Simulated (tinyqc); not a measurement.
# Long-channel MOSFET, surface-potential model: what changes with what

n-channel transistor on a uniformly doped p-type body, gradual-channel approximation, constant mobility, Boltzmann statistics, full ionisation. Potentials are counted from the neutral body; V is the electron quasi-Fermi potential, Vsb at the source and Vsb + Vds at the drain. Charges are magnitudes per area.

Values chosen for this exercise; material values close to those of silicon:
```
symbol,value,unit,meaning
T,300,K,temperature
Eg,1.11,eV,band gap
eps_r,11.7,,relative permittivity of the semiconductor
Nc,2.8e19,cm^-3,conduction-band density of states at T
Nv,2.63e19,cm^-3,valence-band density of states at T
Na,4.7e17,cm^-3,acceptor density of the body
eox,24.9,,relative permittivity of the gate insulator
tox,45,nm,insulator thickness
Vfb,-0.9,V,flat-band voltage
mu,110,cm^2/(V s),channel mobility
W,5,um,gate width
L,10,um,gate length
Vsb,2,V,source-body reverse bias
Vds,0.8,V,drain-source voltage
```

Constants: q = 1.602176634e-19 C, kB = 1.380649e-23 J/K, Vt = kB T/q, eps0 = 8.8541878128e-14 F/cm where lengths are in cm. Results are converted to the units shown.

Each table varies one quantity; the others keep the values above.

## Transfer curve from weak to strong inversion

ni = sqrt(Nc Nv) exp(-Eg/(2 Vt)), Eg in volts; phiF = Vt ln(Na/ni); Cox = eps0 eox/tox; gamma = sqrt(2 q eps0 eps_r Na)/Cox. The surface potential psi at channel potential V solves Vgs + Vsb - Vfb - psi = gamma sqrt(G), G = psi - Vt + Vt exp((psi - 2 phiF - V)/Vt). Charge sheet: Qi = Cox gamma [sqrt(G) - sqrt(psi - Vt)]; I = mu (W/L) [integral of Qi dpsi from psi_0 to psi_L (drift) + Vt (Qi0 - QiL) (diffusion)], with psi_0 at V = Vsb and psi_L at V = Vsb + Vds. Pao-Sah: Qi(V) = (Cox gamma/2) integral from 3 Vt to psi of exp((u - 2 phiF - V)/Vt)/sqrt(G(u, V)) du, and I = mu (W/L) integral of Qi dV from Vsb to Vsb + Vds. Square law: VT = Vfb + 2 phiF + gamma sqrt(2 phiF + Vsb), m = 1 + gamma/(2 sqrt(2 phiF + Vsb)), I = mu Cox (W/L) [(Vgs - VT) v - m v^2/2] with v the smaller of Vds and (Vgs - VT)/m, and zero below VT. gm = dI/dVgs of the charge-sheet current.

Results:
```
Vgs (V),"I, charge sheet (uA)","I, Pao-Sah (uA)",drift share (%),gm/I (1/V),"I, square law (uA)"
1.17,9.445e-6,9.491e-6,0.02106,30.92,0
1.29,3.858e-4,3.877e-4,0.8490,30.77,0
1.42,0.01611,0.01621,22.01,24.23,0.02376
1.54,0.1428,0.1440,57.64,13.16,0.3028
1.79,1.161,1.172,82.28,5.524,1.892
1.92,2.161,2.182,86.68,4.161,3.256
2.04,3.386,3.419,89.21,3.376,4.842
2.17,5.047,5.094,91.07,2.798,6.915
```

Estimate the missing row, Vgs = 1.67 V.

Computed row:
```
Vgs (V),"I, charge sheet (uA)","I, Pao-Sah (uA)",drift share (%),gm/I (1/V),"I, square law (uA)"
1.67,0.5296,0.5345,74.94,7.797,0.9591
```

With this row back in the table: The charge-sheet current rises from 9.44e-6 to 5.05 uA. In the first row gm/I is 30.9 1/V, a swing of 74.5 mV a decade, against Vt ln 10 = 59.5 mV a decade for an ideal gate; in the last it is 2.80 1/V. Drift passes half of the current at Vgs = 1.54 V among the rows listed (VT = 1.37 V). The charge sheet departs most from Pao-Sah at Vgs = 1.92 V, where it is 0.95 % below it. In the last row the square law is 36 % above Pao-Sah. For Vgs = 1.67 to 2.17 V the surface electron density at the source passes 0.3 Nc, where degeneracy and quantisation, left out here, matter.

## Output curve

Same model as above.

In this table Vgs = 2.69 V.

Output curve:
```
Vds (V),psi_L (V),QiL (nC/cm^2),"I, charge sheet (uA)","I, Pao-Sah (uA)","I, square law (uA)"
0.18,3.219,456.0,5.006,5.049,5.847
0.37,3.401,347.0,9.179,9.259,10.85
0.56,3.580,240.1,12.23,12.33,14.64
0.75,3.754,136.6,14.18,14.30,17.24
0.94,3.913,42.62,15.10,15.23,18.63
1.13,3.985,0.4437,15.24,15.37,18.89
1.32,3.986,2.937e-4,15.24,15.38,18.89
1.51,3.986,1.889e-7,15.24,15.38,18.89
1.7,3.986,1.214e-10,15.24,15.38,18.89
```

The Pao-Sah current rises from 5.05 to 15.4 uA, while the charge at the drain end falls from 456 to 1.21e-10 nC/cm^2. The current first comes within 1 % of its last value at Vds = 0.94 V among the rows listed; the square law saturates at (Vgs - VT)/m = 1.06 V. Over the last two rows psi_L moves by less than 1 mV: the drain has lost hold of the surface potential, so the current no longer grows. In the last row the charge sheet is 0.86 % below Pao-Sah and the square law 23 % above it. In every row the surface electron density at the source passes 0.3 Nc, where degeneracy and quantisation, left out here, matter.

tinyqc, about 0.04 s, one thread, Intel Xeon 2.30GHz (shared host): `OMP_NUM_THREADS=1 python tinyqc.py 2360006 2360007 out.jsonl`
